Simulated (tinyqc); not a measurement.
# Read current of a NAND string, cells in series solved by shooting, step by step

Program tinyqc, `OMP_NUM_THREADS=1 python tinyqc.py 2142269 2142270 out.jsonl`; Intel Xeon 2.30GHz, shared host, one thread, about 0.7 s. Printed values are rounded.

Cells in series, numbered from 0 at the source line (0 V) to the bit line, each followed by a gap resistance Rg. A cell with gate Vg, threshold VT, source Vs and drain Vd passes I = 2 nf K Vt^2 [F(Vs) - F(Vd)]/(1 + th max(Vg - VT, 0)), F(V) = ln^2(1 + exp((Vg - VT - nf V)/(2 nf Vt))). The selected cell has Vg = Vr, the others Vg = Vp.

Parameters, values chosen for the exercise; values of the order met in vertical NAND strings: temperature T = 300 K; gain factor of a cell K = 22 uA/V^2; slope factor nf = 1.3; mobility reduction factor th = 0.03 1/V; resistance of the gap between cells Rg = 11 kohm; bit-line voltage Vbl = 0.7 V; pass voltage Vp = 6.2 V; read voltage on the selected word line Vr = 3.37 V.

Constants: q = 1.602176634e-19 C, kB = 1.380649e-23 J/K, Vt = kB T/q. Results are converted to the units shown.

## Step 1: node voltages for a trial current

first trial current = 2.5 uA
thresholds from the source end, cell 0 to 3 (V): -1.3  3.4  3.4  2.2

For a trial current I start at 0 V and, cell by cell (the selected one is cell 3), solve for the drain: sqrt(F(Vd)) = sqrt(F(Vs) - I/k), k = 2 nf K Vt^2/(1 + th max(Vg - VT, 0)), Vd = [Vg - VT - 2 nf Vt ln(exp(sqrt F) - 1)]/nf, then add I Rg.

node voltage after each cell and gap, trial 1, cell 0 to 3 (V): 0.0460906  0.119036  0.193649  0.363612

## Step 2: node voltages for a trial current

second trial current = 3.5 uA

As before.

node voltage after each cell and gap, trial 2, cell 0 to 3 (V): 0.0645436  0.167532  0.273980  0.566309

## Course of the secant iteration

Secant steps on the end voltage less Vbl, from the two trials; a trial above the saturation current of a cell has no solution and is moved halfway to the previous trial. Stop below 1e-9 V.

Course of the iteration:
```
iteration   I (uA)  end voltage - Vbl (V)  halvings
1          4.15956                 0.0865         0
2          3.90045                -0.0208         0
3          3.95068               -3.49e-3         0
4          3.96080                1.37e-4         0
5          3.96042               -9.05e-7         0
6          3.96042              -2.35e-10         0
```

Converged in 6 iterations to I = 3.9604 uA. The selected cell takes 49.3 % of the bit-line voltage and the gaps together 24.9 %.
